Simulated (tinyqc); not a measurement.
Effective-mass impurity with a central-cell term, in a basis of Slater functions: one step, computed by the program tinyqc.

The envelope obeys H = -nabla^2 - (2/r) [Z + A exp(-kappa r)] in effective units, with kappa = a*/lambda; positive A deepens the well near the core.

Question. Matrices over the s basis. zeta_i = zeta_1 beta^(i-1), i = 1..n. For s functions exp(-zeta r), with s = zeta_i + zeta_j: S = 2/s^3, T = zeta_i zeta_j S, V = -2 Z/s^2, W = -2 A/(s + kappa)^2; each function is normalised by dividing by sqrt(S_ii S_jj).

Inputs (values chosen for the exercise, for a model semiconductor): charge Z of the core = 1; central-cell strength A = 10; basis size n = 3; smallest exponent zeta_1 = 0.44 1/a*; ratio beta of exponents = 2.9.

Impurity: acceptor, one isotropic band.

kappa = 32.31738 1/a*

Give: exponents; overlap S; kinetic T; Coulomb V; central cell W.

Answer.

exponents (1/a*): [0.44, 1.276, 3.7004]

overlap S:
```
[[1.0000, 0.6660, 0.2342],
 [0.6660, 1.0000, 0.6660],
 [0.2342, 0.6660, 1.0000]]
```

kinetic T (Ry*):
```
[[0.1936, 0.37394, 0.38126],
 [0.37394, 1.628176, 3.1448],
 [0.38126, 3.1448, 13.693]]
```

Coulomb V (Ry*):
```
[[-0.88, -1.1429, -0.96952],
 [-1.1429, -2.552, -3.3144],
 [-0.96952, -3.3144, -7.4008]]
```

central cell W (Ry*):
```
[[-0.0061836, -0.029056, -0.12504],
 [-0.029056, -0.13670, -0.59016],
 [-0.12504, -0.59016, -2.5696]]
```
